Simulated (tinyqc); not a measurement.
Strained Delta valleys, repopulation and conductivity mass: mobility against stress.

A cubic crystal with three pairs of conduction valleys along x, y and z under uniaxial stress X along [110] (X > 0 is tension); current along [-110]. Non-degenerate electrons, fixed total density, one relaxation time for all valleys and stresses, masses unchanged by strain, so the mobility goes as the mean inverse mass.

Stress s_ij = X a_i a_j with a the unit vector along [110]; strain e_ii = s11 s_ii + s12 (s_jj + s_kk), e_ij = s44 s_ij/2. Valley shift dE = Xu (n.e.n - trace(e)/3) with n the valley axis; share f proportional to exp(-dE/Vt). Inverse mass along the current d = [-110]: (n.d)^2/ml + (1 - (n.d)^2)/mt; mu/mu0 = sum f (1/m) over the plain mean of 1/m. The linear estimate is 1 - pi X with pi the small-stress slope -d(mu/mu0)/dX.

Inputs (values chosen for the exercise); values close to those of silicon:
- T = 325 K (temperature)
- s11 = 7.87 1/TPa (compliance)
- s12 = -2.11 1/TPa (compliance)
- s44 = 12.8 1/TPa (compliance)
- Xu = 9.13 eV (shear deformation potential)
- ml = 0.882 m0 (longitudinal mass)
- mt = 0.185 m0 (transverse mass)

Constants: q = 1.602176634e-19 C, kB = 1.380649e-23 J/K, Vt = kB T/q. Results are converted to the units shown.

Result of one run:

| splitting (meV) | largest share | mu/mu0 | linear estimate |
|---|---|---|---|
| 9.112 | 0.3673 | 0.9635 | 0.9612 |

Which uniaxial stress (tension positive) X gave this result: -25, -100, -200, -700 or -1000 MPa?

X = -200 MPa.

The whole series:

| X (MPa) | splitting (meV) | largest share | mu/mu0 | linear estimate |
|---|---|---|---|---|
| -25 | 1.139 | 0.3378 | 0.9952 | 0.9952 |
| -50 | 2.278 | 0.3422 | 0.9904 | 0.9903 |
| -100 | 4.556 | 0.3509 | 0.9812 | 0.9806 |
| -200 | 9.112 | 0.3673 | 0.9635 | 0.9612 |
| -400 | 18.22 | 0.3966 | 0.9322 | 0.9224 |
| -700 | 31.89 | 0.4310 | 0.8952 | 0.8643 |
| -1000 | 45.56 | 0.4553 | 0.8692 | 0.8061 |
| -1500 | 68.34 | 0.4791 | 0.8436 | 0.7091 |
| -2500 | 113.9 | 0.4958 | 0.8257 | 0.5152 |

The ratio mu/mu0 falls from 0.995 to 0.826; pi = -19.4e-11 1/Pa. The linear estimate of the change is 1.007 times the computed change in the first row and 2.78 times it in the last: once the splitting is several Vt (Vt = 28.0 meV) the upper valleys are nearly empty and little is left to move. At X = -2500 MPa the stress passes 1.5 GPa, where intervalley scattering and masses change too.

Range of the model: Shear strain also changes the transverse masses of these valleys, which is left out.

Computed by the program tinyqc: `OMP_NUM_THREADS=1 python tinyqc.py 2530135 2530136 out.jsonl`, one thread of a shared Intel Xeon 2.30GHz, about 0.01 s for the whole run.
